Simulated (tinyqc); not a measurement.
On-chip power grid, static voltage drop by conjugate gradients: one step of the calculation.

A grid of 4 rows and 3 columns, node k = 3 row + column. Neighbours in a row are joined by Rx, in a column by Ry; pad nodes, which reach the supply through Rp: 0, 2, 9, 11. Each node draws I0, node 6 draws kh I0. The drops u = Vdd - V solve G u = i, with G the conductance matrix (1/Rp added on the diagonal at pad nodes).

Problem. Conjugate-gradient step. q = G p; with z = r/G_kk: a = (r.z)/(p.q); u(new) = u + a p; r(new) = r - a q; b = (r.z)(new)/(r.z); p(new) = z(new) + b p.

Inputs (values chosen for the exercise):
- Rx = 0.35 ohm (resistance of a horizontal segment)
- Ry = 1.2 ohm (resistance of a vertical segment)
- Rp = 0.29 ohm (resistance from a pad node to the supply)

u at the start (mV):
```
       col 0  col 1  col 2
row 0      0      0      0
row 1      0      0      0
row 2      0      0      0
row 3      0      0      0
```

r at the start (mA):
```
       col 0  col 1  col 2
row 0    1.4    1.4    1.4
row 1    1.4    1.4    1.4
row 2    1.4    1.4    1.4
row 3    1.4    1.4    1.4
```

p at the start (mV):
```
            col 0       col 1       col 2
row 0  0.19611271  0.21381818  0.19611271
row 1  0.30947368  0.18967742  0.30947368
row 2  0.30947368  0.18967742  0.30947368
row 3  0.19611271  0.21381818  0.19611271
```

Find: q; a; u after iteration 1; r after iteration 1; b; p after iteration 1.

Solution.

q (mA):
```
         col 0     col 1    col 2
row 0  0.53120   0.12129  0.53120
row 1  0.43674  -0.70467  0.43674
row 2  0.43674  -0.70467  0.43674
row 3  0.53120   0.12129  0.53120
```

a = 5.3392

u after iteration 1 (mV):
```
        col 0   col 1   col 2
row 0  1.0471  1.1416  1.0471
row 1  1.6523  1.0127  1.6523
row 2  1.6523  1.0127  1.6523
row 3  1.0471  1.1416  1.0471
```

r after iteration 1 (mA):
```
         col 0   col 1    col 2
row 0  -1.4361  0.7524  -1.4361
row 1  -0.9318  5.1623  -0.9318
row 2  -0.9318  5.1623  -0.9318
row 3  -1.4361  0.7524  -1.4361
```

b = 2.3523

p after iteration 1 (mV):
```
        col 0   col 1   col 2
row 0  0.2601  0.6179  0.2601
row 1  0.5220  1.1456  0.5220
row 2  0.5220  1.1456  0.5220
row 3  0.2601  0.6179  0.2601
```

tinyqc, about 0.3 s, one thread, Intel Xeon 2.30GHz (shared host): `OMP_NUM_THREADS=1 python tinyqc.py 2770219 2770220 out.jsonl`
